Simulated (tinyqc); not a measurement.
Lattice vibrations of a chain, step by step. One step of it, computed by the program tinyqc.

Task: Dynamical matrix at q = 0.43. q is in units of 2 pi/a. A spring k from atom i to atom j, n cells on, adds k to Phi_ii and Phi_jj, -k exp(2 pi i q n) to Phi_ij and the conjugate to Phi_ji (for one atom a cell: 2k (1 - cos 2 pi q n)); D_ij = Phi_ij / sqrt(m_i m_j).

A chain moving along its axis:
```
atom,mass (u),spring to the next atom (eV/angstrom^2)
1,48.900000,19.700000
2,60.900000,22.600000
```

Give: D(q).

Result:

D(q) (eV/(angstrom^2 u)):
```
,1,2
1,0.8650,0.0137+0.1763i
2,0.0137-0.1763i,0.6946
```
